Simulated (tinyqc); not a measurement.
# Abrupt p-n junction, non-linear Poisson equation by Newton steps, step by step

Computed by the program tinyqc: `OMP_NUM_THREADS=1 python tinyqc.py 2000032 2000033 out.jsonl`, one thread of a shared Intel Xeon 2.30GHz, about 0.01 s for the whole run. Printed values are rounded; ~0 in a residual or rate marks an entry under 1e-11 of the largest of its column.

One dimension, p side on the left, n side on the right; net doping C = -Na for x < 0 and +Nd for x > 0. The potential psi is counted from the intrinsic level, and the quasi-Fermi potentials are flat: 0 for holes and -V for electrons, so n = ni exp((psi + V)/Vt) and p = ni exp(-psi/Vt) (Boltzmann statistics, full ionisation, no current).

Parameters, values chosen for the exercise; band and dielectric values those of a made-up semiconductor:
- T = 250 K (temperature)
- Eg = 1.51 eV (band gap)
- eps_r = 14.6 (relative permittivity)
- Nc = 3.51e17 cm^-3 (conduction-band density of states at T)
- Nv = 8.9e18 cm^-3 (valence-band density of states at T)
- Na = 2.6e15 cm^-3 (acceptor density of the p side)
- Nd = 3e16 cm^-3 (donor density of the n side)
- V = 0 V (bias of the p side against the n side)

Constants: q = 1.602176634e-19 C, kB = 1.380649e-23 J/K, Vt = kB T/q, eps0 = 8.8541878128e-14 F/cm where lengths are in cm. Results are converted to the units shown.

## Intrinsic density, end potentials and Debye lengths

ni = sqrt(Nc Nv) exp(-Eg/(2 Vt)), Eg in volts; psi_p = -Vt ln(Na/ni), psi_n = Vt ln(Nd/ni) - V; Debye length sqrt(eps0 eps_r Vt/(q N)).

ni = 1064.678 cm^-3
psi_p = -0.6144990 V
psi_n = 0.6671872 V
Debye length, p side = 81.76461 nm
Debye length, n side = 24.07085 nm

## Net doping on the mesh

| node | x (nm) |
|---|---|
| 0 | -1860 |
| 1 | -1010 |
| 2 | -536 |
| 3 | -277 |
| 4 | -134 |
| 5 | -55.5 |
| 6 | -12 |
| 7 | 12 |
| 8 | 38.8 |
| 9 | 68.7 |
| 10 | 102 |
| 11 | 139 |
| 12 | 181 |
| 13 | 228 |
| 14 | 280 |

C = -Na for x < 0 and +Nd for x > 0, taken at the nodes.

| node | net doping C (cm^-3) |
|---|---|
| 0 | -2.6e15 |
| 1 | -2.6e15 |
| 2 | -2.6e15 |
| 3 | -2.6e15 |
| 4 | -2.6e15 |
| 5 | -2.6e15 |
| 6 | -2.6e15 |
| 7 | 3e16 |
| 8 | 3e16 |
| 9 | 3e16 |
| 10 | 3e16 |
| 11 | 3e16 |
| 12 | 3e16 |
| 13 | 3e16 |
| 14 | 3e16 |

## Couplings between neighbouring nodes

a_i = eps0 eps_r/h_i for the interval from node i to i + 1, with h_i = x_(i+1) - x_i in cm.

| interval | coupling a_i (F/cm^2) |
|---|---|
| 0 | 1.520837e-8 |
| 1 | 2.727239e-8 |
| 2 | 4.991164e-8 |
| 3 | 9.039940e-8 |
| 4 | 1.646766e-7 |
| 5 | 2.971750e-7 |
| 6 | 5.386298e-7 |
| 7 | 4.823550e-7 |
| 8 | 4.323450e-7 |
| 9 | 3.882016e-7 |
| 10 | 3.493815e-7 |
| 11 | 3.077884e-7 |
| 12 | 2.750450e-7 |
| 13 | 2.485984e-7 |

## Starting potential

psi_p = -Vt ln(Na/ni) on nodes with x < 0 and psi_n = Vt ln(Nd/ni) - V on the others.

| node | psi at the start (V) |
|---|---|
| 0 | -0.6144990 |
| 1 | -0.6144990 |
| 2 | -0.6144990 |
| 3 | -0.6144990 |
| 4 | -0.6144990 |
| 5 | -0.6144990 |
| 6 | -0.6144990 |
| 7 | 0.6671872 |
| 8 | 0.6671872 |
| 9 | 0.6671872 |
| 10 | 0.6671872 |
| 11 | 0.6671872 |
| 12 | 0.6671872 |
| 13 | 0.6671872 |
| 14 | 0.6671872 |

## Iteration 1: densities, residual and Jacobian diagonal

n_i = ni exp((psi_i + V)/Vt), p_i = ni exp(-psi_i/Vt), rho_i = p_i - n_i + C_i, g_i = (n_i + p_i)/Vt. Box widths w_i = (h_(i-1) + h_i)/2 in cm. Residual F_i = a_i (psi_(i+1) - psi_i) - a_(i-1) (psi_i - psi_(i-1)) + q rho_i w_i; Jacobian: a_(i-1) and a_i beside the diagonal, b_i = -a_(i-1) - a_i - q g_i w_i on it. The two end nodes are fixed.

| node | n (cm^-3) | p (cm^-3) |
|---|---|---|
| 0 | 4.359770e-10 | 2.6e15 |
| 1 | 4.359770e-10 | 2.6e15 |
| 2 | 4.359770e-10 | 2.6e15 |
| 3 | 4.359770e-10 | 2.6e15 |
| 4 | 4.359770e-10 | 2.6e15 |
| 5 | 4.359770e-10 | 2.6e15 |
| 6 | 4.359770e-10 | 2.6e15 |
| 7 | 3e16 | 3.778467e-11 |
| 8 | 3e16 | 3.778467e-11 |
| 9 | 3e16 | 3.778467e-11 |
| 10 | 3e16 | 3.778467e-11 |
| 11 | 3e16 | 3.778467e-11 |
| 12 | 3e16 | 3.778467e-11 |
| 13 | 3e16 | 3.778467e-11 |
| 14 | 3e16 | 3.778467e-11 |

| node | residual F (C/cm^2) | diagonal b (F/cm^2) |
|---|---|---|
| 1 | ~0 | -1.322536e-6 |
| 2 | ~0 | -7.858553e-7 |
| 3 | ~0 | -5.289684e-7 |
| 4 | ~0 | -4.692243e-7 |
| 5 | ~0 | -5.798024e-7 |
| 6 | 6.903544e-7 | -9.010644e-7 |
| 7 | -6.903544e-7 | -1.587684e-6 |
| 8 | ~0 | -1.547216e-6 |
| 9 | ~0 | -1.525574e-6 |
| 10 | ~0 | -1.521814e-6 |
| 11 | ~0 | -1.538454e-6 |
| 12 | ~0 | -1.575672e-6 |
| 13 | ~0 | -1.628037e-6 |

## Iteration 1: Newton step

Solve the tridiagonal system a_(i-1) d_(i-1) + b_i d_i + a_i d_(i+1) = -F_i for nodes 1 to 13, with d = 0 on fixed nodes. If the largest |d| exceeds 4 Vt, the whole step is scaled down so that it equals 4 Vt.

| node | Newton step d, before damping (V) |
|---|---|
| 1 | 0.0000380 |
| 2 | 0.0018442 |
| 3 | 0.0290155 |
| 4 | 0.1687648 |
| 5 | 0.4649449 |
| 6 | 0.8136100 |
| 7 | -0.1771335 |
| 8 | -0.0603543 |
| 9 | -0.0183649 |
| 10 | -0.0049538 |
| 11 | -0.0011722 |
| 12 | -0.0002359 |
| 13 | -0.0000399 |

| node | psi after iteration 1 (V) |
|---|---|
| 0 | -0.6144990 |
| 1 | -0.6144950 |
| 2 | -0.6143037 |
| 3 | -0.6114258 |
| 4 | -0.5966243 |
| 5 | -0.5652545 |
| 6 | -0.5283257 |
| 7 | 0.6484262 |
| 8 | 0.6607948 |
| 9 | 0.6652421 |
| 10 | 0.6666626 |
| 11 | 0.6670631 |
| 12 | 0.6671623 |
| 13 | 0.6671830 |
| 14 | 0.6671872 |

## Iteration 2: densities, residual and Jacobian diagonal

As before.

| node | n (cm^-3) | p (cm^-3) |
|---|---|---|
| 0 | 4.359770e-10 | 2.6e15 |
| 1 | 4.360585e-10 | 2.599514e15 |
| 2 | 4.399478e-10 | 2.576533e15 |
| 3 | 5.028239e-10 | 2.254348e15 |
| 4 | 9.995428e-10 | 1.134059e15 |
| 5 | 4.287360e-9 | 2.643912e14 |
| 6 | 2.380354e-8 | 4.762066e13 |
| 7 | 1.255784e16 | 9.026554e-11 |
| 8 | 2.229748e16 | 5.083714e-11 |
| 9 | 2.741003e16 | 4.135494e-11 |
| 10 | 2.927818e16 | 3.871621e-11 |
| 11 | 2.982761e16 | 3.800305e-11 |
| 12 | 2.996522e16 | 3.782852e-11 |
| 13 | 2.999412e16 | 3.779207e-11 |
| 14 | 3e16 | 3.778467e-11 |

| node | residual F (C/cm^2) | diagonal b (F/cm^2) |
|---|---|---|
| 1 | 4.819519e-16 | -1.322297e-6 |
| 2 | 6.256105e-13 | -7.794591e-7 |
| 3 | 8.128126e-11 | -4.772991e-7 |
| 4 | 1.226652e-9 | -3.484824e-7 |
| 5 | 3.525776e-9 | -4.738459e-7 |
| 6 | 6.214791e-7 | -8.370001e-7 |
| 7 | -6.207694e-7 | -1.258202e-6 |
| 8 | -5.446930e-10 | -1.384817e-6 |
| 9 | -6.008690e-11 | -1.464707e-6 |
| 10 | -4.970272e-12 | -1.502945e-6 |
| 11 | -3.146784e-13 | -1.533390e-6 |
| 12 | -1.438364e-14 | -1.574521e-6 |
| 13 | -4.568066e-16 | -1.627821e-6 |

## Iteration 2: Newton step

As before.

| node | Newton step d, before damping (V) |
|---|---|
| 1 | 0.0000896 |
| 2 | 0.0043425 |
| 3 | 0.0677540 |
| 4 | 0.3544372 |
| 5 | 0.7054040 |
| 6 | 0.9164954 |
| 7 | -0.1188217 |
| 8 | -0.0464056 |
| 9 | -0.0148130 |
| 10 | -0.0040532 |
| 11 | -0.0009626 |
| 12 | -0.0001939 |
| 13 | -0.0000328 |

| node | psi after iteration 2 (V) |
|---|---|
| 0 | -0.6144990 |
| 1 | -0.6144866 |
| 2 | -0.6138954 |
| 3 | -0.6050553 |
| 4 | -0.5632984 |
| 5 | -0.4989290 |
| 6 | -0.4421523 |
| 7 | 0.6372540 |
| 8 | 0.6564315 |
| 9 | 0.6638493 |
| 10 | 0.6662815 |
| 11 | 0.6669726 |
| 12 | 0.6671440 |
| 13 | 0.6671799 |
| 14 | 0.6671872 |

## Course of the Newton iteration

Stop when the largest undamped |d| is below 1e-9 V, or after 80 iterations.

Course of the iteration:

| iteration | largest \|F\| (C/cm^2) | largest \|d\| (V) | at node |
|---|---|---|---|
| 1 | 6.90e-7 | 0.814 | 6 |
| 2 | 6.21e-7 | 0.916 | 6 |
| 3 | 5.63e-7 | 0.882 | 6 |
| 4 | 5.08e-7 | 0.815 | 6 |
| 5 | 4.55e-7 | 0.743 | 6 |
| 6 | 4.02e-7 | 0.674 | 6 |
| 7 | 3.51e-7 | 0.597 | 6 |
| 8 | 3.00e-7 | 0.511 | 6 |
| 9 | 2.49e-7 | 0.425 | 6 |
| 10 | 1.99e-7 | 0.339 | 6 |
| 11 | 1.48e-7 | 0.254 | 6 |
| 12 | 9.79e-8 | 0.170 | 6 |
| 13 | 4.82e-8 | 0.0869 | 6 |
| 14 | 7.33e-10 | 0.0149 | 2 |
| 15 | 1.11e-11 | 2.24e-4 | 2 |
| 16 | 1.82e-15 | 3.21e-8 | 2 |
| 17 | < 1e-19 | < 1e-13 | 2 |

Converged in 17 iterations. Once the step is below 0.1 Vt, 2 more iteration(s) reach the threshold: near the solution the error is roughly squared each time.

## Converged densities, field and charge

| node | converged psi (V) |
|---|---|
| 0 | -0.6144990 |
| 1 | -0.6115184 |
| 2 | -0.4792040 |
| 3 | -0.1015952 |
| 4 | 0.1995136 |
| 5 | 0.3928229 |
| 6 | 0.5084943 |
| 7 | 0.5749422 |
| 8 | 0.6241817 |
| 9 | 0.6518807 |
| 10 | 0.6628300 |
| 11 | 0.6661411 |
| 12 | 0.6669760 |
| 13 | 0.6671515 |
| 14 | 0.6671872 |

n and p as above; field E_i = -(psi_(i+1) - psi_i)/h_i on each interval; charge on either side of the peak Q = eps0 eps_r |E|max (Gauss).

| node | n (cm^-3) | p (cm^-3) |
|---|---|---|
| 0 | 4.359770e-10 | 2.6e15 |
| 1 | 5.006687e-10 | 2.264052e15 |
| 2 | 2.327510e-7 | 4.870183e12 |
| 3 | 9.531258 | 1.189287e5 |
| 4 | 1.120044e7 | 0.1012049 |
| 5 | 8.834434e10 | 1.283093e-5 |
| 6 | 1.896757e13 | 5.976201e-8 |
| 7 | 4.145172e14 | 2.734603e-9 |
| 8 | 4.075374e15 | 2.781438e-10 |
| 9 | 1.474193e16 | 7.689222e-11 |
| 10 | 2.450660e16 | 4.625448e-11 |
| 11 | 2.857806e16 | 3.966469e-11 |
| 12 | 2.970730e16 | 3.815696e-11 |
| 13 | 2.995032e16 | 3.784734e-11 |
| 14 | 3e16 | 3.778467e-11 |

| interval | field E (kV/cm) |
|---|---|
| 0 | -0.03507 |
| 1 | -2.79144 |
| 2 | -14.57949 |
| 3 | -21.05656 |
| 4 | -24.62539 |
| 5 | -26.59113 |
| 6 | -27.68663 |
| 7 | -18.37295 |
| 8 | -9.26388 |
| 9 | -3.28808 |
| 10 | -0.89490 |
| 11 | -0.19878 |
| 12 | -0.03734 |
| 13 | -0.00687 |

peak |E| = 27.68663 kV/cm
charge Q = 35.79082 nC/cm^2

## Check against the exact first integral and the depletion approximation

ni = sqrt(Nc Nv) exp(-Eg/(2 Vt)), Eg in volts. Exact first integral for an abrupt junction with thick neutral sides: psi_p = -Vt ln(Na/ni), psi_n = Vt ln(Nd/ni) - V, psi_j = (Nd psi_n + Na psi_p - Vt (Nd - Na))/(Na + Nd) at the junction, n_j = ni exp((psi_j + V)/Vt), p_j = ni exp(-psi_j/Vt), and E_j^2 = (2 q/(eps0 eps_r)) [Nd (psi_n - psi_j - Vt) + Vt (n_j + p_j)] (minority densities of the neutral sides neglected). Depletion approximation: Vbi = Vt ln(Na Nd/ni^2), W = sqrt(2 eps0 eps_r (Vbi - V)(1/Na + 1/Nd)/q), xp = W Nd/(Na + Nd), xn = W Na/(Na + Nd), peak field 2 (Vbi - V)/W, capacitance eps0 eps_r/W.

psi_j = 0.5468599 V
exact field at the junction = 27.11446 kV/cm
Vbi = 1.281686 V
W = 929.7431 nm
peak field in the depletion approximation = 27.57076 kV/cm

The depletion approximation gives a peak field 1.7 % above the exact one, since it leaves out the Debye tails of the majority carriers at the edges of the depleted layer. The 15-node mesh above gave 27.69 kV/cm on the interval that holds the junction, 2.1 % above the exact value.
